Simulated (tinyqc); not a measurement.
## Probe couplings from its potential

Inverse problem. One voltage probe p sits between leads L (mu = 1) and R (mu = 0) without magnetic field: mu_p = T_pL/(T_pL + T_pR), T_eff = T_RL + T_pL T_pR/(T_pL + T_pR). Find T_pL and T_pR.

T_RL = 0.32
mu_p = 0.65671642
T_eff = 0.47104478

Solution. T_eff - T_RL equals T_pL (1 - mu_p) and also T_pR mu_p.

T_pL = 0.4400
T_pR = 0.2300

Numbers from tinyqc (`OMP_NUM_THREADS=1 python tinyqc.py 2700027 2700028 out.jsonl`; about 0.01 s on one thread of a shared Intel Xeon 2.30GHz).
